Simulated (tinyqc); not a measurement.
# Worked calculation: capacitance measurement on a leaky thin oxide: effects of series resistance and leakage

Computed by the program tinyqc: `OMP_NUM_THREADS=1 python tinyqc.py 2022047 2022048 out.jsonl`, one thread of a shared Intel Xeon 2.30GHz, about 0.01 s for the whole run. Printed values are rounded.

The device is a capacitance C in parallel with a leakage conductance G, in series with Rs and Ls. An impedance meter reports either a parallel pair (Cp, Gp) from Y = 1/Z = Gp + i w Cp or a series pair (Cs, Rm) from Z = Rm + 1/(i w Cs); w = 2 pi f, dissipation D = Gp/(w |Cp|).

Parameters, values chosen for the exercise; values of the order met in thin-oxide MOS capacitors:
- eox = 3.9 (relative permittivity of the gate insulator (close to silicon dioxide))
- tox = 2 nm (insulator thickness)
- A = 2500 um^2 (gate area)
- zc = 0.55 nm (oxide-equivalent thickness added by the accumulation layer)
- zp = 0.31 nm (oxide-equivalent thickness added by gate depletion)
- Jg = 0.38 A/cm^2 (gate leakage current density, not matched to the thickness)
- Vs = 0.31 V (voltage for an e-fold rise of the leakage)
- Rs = 12 ohm (series resistance)
- Ls = 25 nH (series inductance)
- f = 10000 Hz (measuring frequency)

Constants: eps0 = 8.8541878128e-14 F/cm where lengths are in cm. Results are converted to the units shown.

## True capacitance and conductance

EOT = 3.9 tox/eox; CET = EOT + zc + zp; C = 3.9 eps0 A/CET; G = Jg A/Vs.

EOT = 2 nm
CET = 2.86 nm
C = 30.18473 pF
G = 30.64516 uS

## What the meter reports

Z = Rs + i w Ls + 1/(G + i w C).

Z = (3.251907-0.201179i) x 1e4 ohm
Cp = 30.16252 pF
Gp = 30.63394 uS
Cs = 7911.108 pF
D = 16.16424

Cp is 0.074 % below C and Cs is 262 times it; G Rs = 3.68e-4, w C Rs = 2.28e-5 and G/(w C) = 16.2.
